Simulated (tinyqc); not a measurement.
Two-step dopant diffusion (predeposition and drive-in) with a constant diffusivity: one step, computed by the program tinyqc.

Fick diffusion into a half space x > 0 whose background doping C_B is of the opposite type, so that a junction lies where C = C_B.

Task: Drive-in as a Gaussian. With a sealed surface and a thin source, C = Q/sqrt(pi (Dt)2) exp(-x^2/(4 (Dt)2)); x_j = 2 sqrt((Dt)2 ln(C(0)/C_B)); gradient at the junction |dC/dx| = C_B x_j/(2 (Dt)2).

Inputs (values chosen for the exercise, modelled on gallium in silicon): background doping C_B = 3.3e+15 1/cm^3; predeposition temperature T1 = 1000 C; drive-in temperature T2 = 1150 C.

dose Q = 9.461620e+12 1/cm^2

drive-in budget (Dt)2 = 2.931894e-09 cm^2

Give: surface concentration C(0) (Gaussian); junction depth x_j; gradient at the junction.

Result:

surface concentration C(0) (Gaussian) = 9.859e+16 1/cm^3

junction depth x_j = 1.996 um

gradient at the junction = 1.123e+20 1/cm^4
